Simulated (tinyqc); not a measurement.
A square-lattice strip 2 sites wide, recursive Green functions: two steps of the calculation.

The device has N = 5 slices of 2 site(s), nearest-neighbour hopping -t, and site energies U; the leads are semi-infinite continuations with site energy 0. V = <i+1|H|i> = -t 1.

Parameters, values chosen for the exercise: hopping (matrix element -t) t = 1 eV; site energies, slice by slice (2 a slice) U = [0.71, -0.43, -0.08, 0.68, -1.09, 0.97, 1.01, 0.84, -0.02, -1.24] eV; energy E = -1.15 eV.

Task 1. Slice 1. Forward pass: g_1 = (E - H_1 - Sigma)^(-1), g_i = (E - H_i - V g_(i-1) V^dagger)^(-1), with Sigma also subtracted on the last slice; G_(i,1) = g_i V G_(i-1,1), starting from g_1. H_i is the block of slice i: its site energies on the diagonal and -t between neighbouring rows.

Sigma (eV):
```
[[-0.37775333-0.49859177i, 0.30275333-0.49859177i],
 [0.30275333-0.49859177i, -0.37775333-0.49859177i]]
```

Find: g_1.

Result 1.

g_1 (1/eV):
```
[[-0.3134-0.2091i, 0.3049-0.4384i],
 [0.3049-0.4384i, -0.3228-0.9193i]]
```

Task 2. Transmission and its channels. T(E) = Tr[Gamma G_(N,1) Gamma G_(N,1)^dagger]. The non-zero eigenvalues T_n of the matrix under the trace are the channel transmissions; Fano factor sum T_n (1 - T_n)/sum T_n.

G_(5,1) (1/eV):
```
[[-0.06936260+0.03224388i, -0.08725988+0.15510597i],
 [-0.00006333-0.02914790i, 0.20927587-0.29121537i]]
```

Gamma (eV):
```
[[0.99718353, 0.99718353],
 [0.99718353, 0.99718353]]
```

Find: T(E); T_n; Fano factor.

Result 2.

T(E) = 0.020343
T_n: [0.020343]
Fano factor = 0.97966

With 1 open mode(s) in the leads T(E) cannot exceed 1. Inverting the whole matrix gives the same value.

Computed by the program tinyqc: `OMP_NUM_THREADS=1 python tinyqc.py 2660126 2660127 out.jsonl`, one thread of a shared Intel Xeon 2.30GHz, about 0.02 s for the whole run.
